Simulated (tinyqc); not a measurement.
Polar nitride quantum well with polarisation fields: one step. Estimate from two triangular wells.

Constants: hbar^2/2m0 = 3.80998211 eV angstrom^2.

Values chosen for the exercise (near those of a GaN well in AlN; not measured data):
```
symbol  value  unit      meaning
Eg      3.44   eV        gap of the well
Lw      37     angstrom  well width
me      0.2    m0        electron, well
mh      1.7    m0        hole, everywhere
Vc      1.85   eV        conduction offset
Vv      0.87   eV        valence offset
```

F_w = -6.44963 MV/cm

Results:
```
case             E_e (eV)   E_h (eV)   <z>_e    <z>_h   overlap^2    E (eV)       nm
no field         0.092371   0.013668   0.000    0.000     0.98910  3.546038  349.641
built-in field  -0.444586  -0.811457  12.159  -15.268  0.00015601  2.183957  567.705
```

Problem. For a strong field: E = Eg - |e F_w| Lw + a0 (c (e F_w)^2)^(1/3) (me^(-1/3) + mh^(-1/3)), a0 = 2.338107, hard walls, c = hbar^2/2m0, 1 MV/cm = 0.01 V/angstrom.

Give: electron term; hole term; E.

Solution.

electron term = 1.0043 eV
hole term = 0.4921 eV
E = 2.5500 eV

Both terms lie below the drop across the well, but the estimate also takes the near wall as infinitely high. Against the grid result 2.1840 eV the estimate errs by +366 meV: +256 from the electron and +110 from the hole, since hard walls stand in for offsets of 1.85 and 0.87 eV into which the carriers leak.

Computed by tinyqc, a small Python program: `OMP_NUM_THREADS=1 python tinyqc.py 1282782 1282783 out.jsonl` (the numbers bound the seed that draws the inputs); one thread of a shared host (Intel(R) Xeon(R) Processor @ 2.30GHz), about 0.05 s for the whole set of steps.
